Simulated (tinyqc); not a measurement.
Worked calculation: donors with valley-orbit split 1s states. Values are carried at full precision from step to step, so a last printed digit may differ when a step is redone from the rounded ones.

Each donor binds at most one electron, in any of its states. For a site s, W_s = sum over its states of g exp(E/kT), and the ionised share is 1/(1 + W_s exp(eta)), eta = (EF - Ec)/kT; n = Nc F_1/2(eta); neutrality n + NA = ND x (mean ionised share); holes are neglected. Nc from N = 2 (m kB T/(4 pi c))^(3/2) with c = hbar^2/2m0, in 1/angstrom^3; times 1e24 for 1/cm^3, m = md. F_j(eta) = (1/Gamma(j + 1)) integral_0^infinity x^j dx/(1 + exp(x - eta)), which tends to exp(eta) for eta << 0.

Constants: hbar^2/2m0 = 3.80998211 eV angstrom^2; kB = 8.617333262e-05 eV/K.

Values chosen for the exercise (near those of Sb in Si; not measured data): md = 1.05 m0 (density-of-states mass of the conduction band); E = (41.5, 31.7, 28.8) meV (binding energies of 1s(A1), 1s(T2), 1s(E)); g = (2, 6, 4) (their degeneracies with spin); T = 300 K; ND = 6e+17 1/cm^3 (donors); NA = 5.1e+16 1/cm^3 (compensating acceptors, all ionised); mu0 = 69 cm^2/(V s) (mobility at heavy doping); mu1 = 1467 cm^2/(V s) (mobility at light doping and 300 K); Nr = 1.1e+17 1/cm^3 (reference doping); de = 0.72 (doping exponent); ga = 2.3 (temperature exponent).

## Partition sums of the neutral donor

Give each term g exp(E/kT), W_s, and the effective degeneracy W_s exp(-E_ground/kT).

Nc = 2.7000e+19 1/cm^3

terms: 1s(A1) 9.959, 1s(T2) 20.45, 1s(E) 12.19

W_s: donor 42.595

effective degeneracy: donor 8.554

The ground state alone would give 2 and all states together 12; here the excited states hold 77 % of the bound electrons.

## Neutrality

Solve for eta.

eta = -4.372
n = 3.39e+17 1/cm^3

ionised share: donor 0.650

n is 0.618 of ND - NA.

## Mobility and resistivity

Mobility (Caughey-Thomas form): mu = mu0 + (mu1 (T/300)^(-ga) - mu0)/(1 + ((ND + NA)/Nr)^de); rho = 1/(e n mu), e = 1.602176634e-19 C.

Compare with full ionisation, n = ND - NA.

mu = 373.1 cm^2/(V s)
rho = 0.0493 ohm cm
rho at full ionisation = 0.0305 ohm cm

Incomplete ionisation raises rho by a factor 1.62.

## Checks

- n at ND = 1e13 1/cm^3 against the root of n^2 = (Nc/W)(ND - n) (1/cm^3): both 1.000e+13.

(tinyqc, `OMP_NUM_THREADS=1 python tinyqc.py 1650884 1650885 out.jsonl`, Intel(R) Xeon(R) Processor @ 2.30GHz, 1 thread, shared host, about 0.01 s.)
